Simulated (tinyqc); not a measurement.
## Thermal resistances of a two-die stack

Problem. Heat leaves through the lower die only, and the system is linear. Find the resistance R1 from the lower die to the coolant, R2 between the dies, and the rise of the upper die when both are powered.

Inputs (values chosen for the exercise):
- P1 = 33 W (power of the lower die)
- P2 = 4.5 W (power of the upper die)

rises of the lower and upper die with only the lower one powered (K): [16.5, 16.5]
rises of the lower and upper die with only the upper one powered (K): [2.25, 3.555]

Answer. With only the lower die powered no heat crosses R2, so both dies rise by P1 R1; the difference in the second test is P2 R2; rises add.

R1 = 0.500 K/W
R2 = 0.290 K/W
rise of the upper die = 20.1 K

Numbers from tinyqc (`OMP_NUM_THREADS=1 python tinyqc.py 2162181 2162182 out.jsonl`; about 0.03 s on one thread of a shared Intel Xeon 2.30GHz).
